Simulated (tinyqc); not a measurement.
Worked calculation: empirical pseudopotential in a few plane waves. Computed by tinyqc, a small Python program that keeps every step. Settings: plane-wave index or count = 15. Command: `OMP_NUM_THREADS=1 python tinyqc.py 20347 20348 out.jsonl` (the two numbers bound the seeds that draw the settings). One thread of a shared host (Intel(R) Xeon(R) Processor @ 2.60GHz), about 0.2 s of CPU time with the checks.

## Bloch Hamiltonian at G

Parameters chosen for this model: fcc lattice, atoms at +/- a/8 (1,1,1); form factors in rydberg at |G|^2 in units of (2 pi/a)^2:
```
parameter                 value      unit
a                      5.410000  angstrom
VS(3)                 -0.248000        Ry
VS(8)                  0.009000        Ry
VS(11)                 0.034000        Ry
VA(3)                         0        Ry
VA(4)                         0        Ry
VA(11)                        0        Ry
hbar^2/2m (2 pi/a)^2   5.139113        eV
```

k point G (2 pi / a): [0, 0, 0]

Basis: the 15 shortest G (labels in 2 pi/a), the same at every k. H(G,G') = c |k + G|^2 delta + VS(|G-G'|^2) cos((G-G').tau) + i VA sin((G-G').tau), tau = a/8 (1,1,1); 1 Ry = 13.605693 eV.

H(k) at G (eV), order +0+0+0, -1-1-1, -1-1+1, -1+1-1, -1+1+1, +1-1-1, +1-1+1, +1+1-1, +1+1+1, -2+0+0, +0-2+0, +0+0-2, +0+0+2, +0+2+0, +2+0+0:
```
[[0.000000, 2.385928, -2.385928, -2.385928, -2.385928, -2.385928, -2.385928, -2.385928, 2.385928, 0.000000, 0.000000, 0.000000, 0.000000, 0.000000, 0.000000],
 [2.385928, 15.417338, 0.000000, 0.000000, -0.122451, 0.000000, -0.122451, -0.122451, 0.000000, -2.385928, -2.385928, -2.385928, -0.327103, -0.327103, -0.327103],
 [-2.385928, 0.000000, 15.417338, 0.122451, 0.000000, 0.122451, 0.000000, 0.000000, -0.122451, -2.385928, -2.385928, 0.327103, 2.385928, -0.327103, -0.327103],
 [-2.385928, 0.000000, 0.122451, 15.417338, 0.000000, 0.122451, 0.000000, 0.000000, -0.122451, -2.385928, 0.327103, -2.385928, -0.327103, 2.385928, -0.327103],
 [-2.385928, -0.122451, 0.000000, 0.000000, 15.417338, 0.000000, 0.122451, 0.122451, 0.000000, 2.385928, -0.327103, -0.327103, -2.385928, -2.385928, 0.327103],
 [-2.385928, 0.000000, 0.122451, 0.122451, 0.000000, 15.417338, 0.000000, 0.000000, -0.122451, 0.327103, -2.385928, -2.385928, -0.327103, -0.327103, 2.385928],
 [-2.385928, -0.122451, 0.000000, 0.000000, 0.122451, 0.000000, 15.417338, 0.122451, 0.000000, -0.327103, 2.385928, -0.327103, -2.385928, 0.327103, -2.385928],
 [-2.385928, -0.122451, 0.000000, 0.000000, 0.122451, 0.000000, 0.122451, 15.417338, 0.000000, -0.327103, -0.327103, 2.385928, 0.327103, -2.385928, -2.385928],
 [2.385928, 0.000000, -0.122451, -0.122451, 0.000000, -0.122451, 0.000000, 0.000000, 15.417338, -0.327103, -0.327103, -0.327103, -2.385928, -2.385928, -2.385928],
 [0.000000, -2.385928, -2.385928, -2.385928, 2.385928, 0.327103, -0.327103, -0.327103, -0.327103, 20.556450, 0.122451, 0.122451, -0.122451, -0.122451, 0.000000],
 [0.000000, -2.385928, -2.385928, 0.327103, -0.327103, -2.385928, 2.385928, -0.327103, -0.327103, 0.122451, 20.556450, 0.122451, -0.122451, 0.000000, -0.122451],
 [0.000000, -2.385928, 0.327103, -2.385928, -0.327103, -2.385928, -0.327103, 2.385928, -0.327103, 0.122451, 0.122451, 20.556450, 0.000000, -0.122451, -0.122451],
 [0.000000, -0.327103, 2.385928, -0.327103, -2.385928, -0.327103, -2.385928, 0.327103, -2.385928, -0.122451, -0.122451, 0.000000, 20.556450, 0.122451, 0.122451],
 [0.000000, -0.327103, -0.327103, 2.385928, -2.385928, -0.327103, 0.327103, -2.385928, -2.385928, -0.122451, 0.000000, -0.122451, 0.122451, 20.556450, 0.122451],
 [0.000000, -0.327103, -0.327103, -0.327103, 0.327103, 2.385928, -2.385928, -2.385928, -2.385928, 0.000000, -0.122451, -0.122451, 0.122451, 0.122451, 20.556450]]
```

## Levels at G

Diagonalise the Hermitian matrix.

eigenvalues (eV): [-2.491793, 10.813754, 11.895481, 11.895481, 11.895481, 15.294886, 15.294886, 15.294886, 18.276485, 20.311548, 20.311548, 23.955856, 23.955856, 23.955856, 26.017193]

## Bands along a path

The same steps at evenly spaced points between the labelled ones.

Bands along the path (eV), lowest eight:
```
k            band 1     band 2     band 3     band 4     band 5     band 6     band 7     band 8
L          0.049519   3.373724  10.809561  10.809561  11.873829  16.175160  16.175160  19.639481
L-G 0.25  -0.768829   4.500278  10.856275  10.856275  11.970273  16.174520  16.174520  19.856155
L-G 0.50  -1.682866   6.512020  11.162135  11.162135  12.391519  16.258011  16.258011  17.803695
L-G 0.75  -2.285434   8.882684  11.623267  11.623267  12.742726  15.737484  15.737484  15.739528
G         -2.491793  10.813754  11.895481  11.895481  11.895481  15.294886  15.294886  15.294886
G-X 0.25  -2.215731   8.726297  11.126240  11.126240  13.943887  14.309244  16.487413  16.487413
G-X 0.50  -1.394899   6.341124  10.043455  10.043455  13.165949  14.513508  18.497567  18.799316
G-X 0.75  -0.053023   4.125143   9.361350   9.361350  12.637456  13.084129  21.160116  21.464132
X          1.765543   2.155435   9.223305   9.223305  12.177130  12.863959  24.297969  24.397840
```

With 4 band(s) filled, the highest filled level on these points lies at G and the lowest empty one at L: the bands touch or overlap, so there is no gap. This holds for the small fixed basis; with all plane waves up to |k + G|^2 = 21 (2 pi/a)^2 the gap along the path is -0.27 eV.

## Convergence with the number of plane waves

Levels at G counted from the fourth one.

Levels (eV):
```
plane waves     level 1  level 5   level 8
9            -17.786680        0  0.489805
15           -14.387274        0  3.399406
27           -13.960024        0  3.006959
51           -13.851540        0  3.140648
59           -13.827226        0  3.049467
65           -13.830669        0  3.043184
89           -13.824345        0  3.045644
```
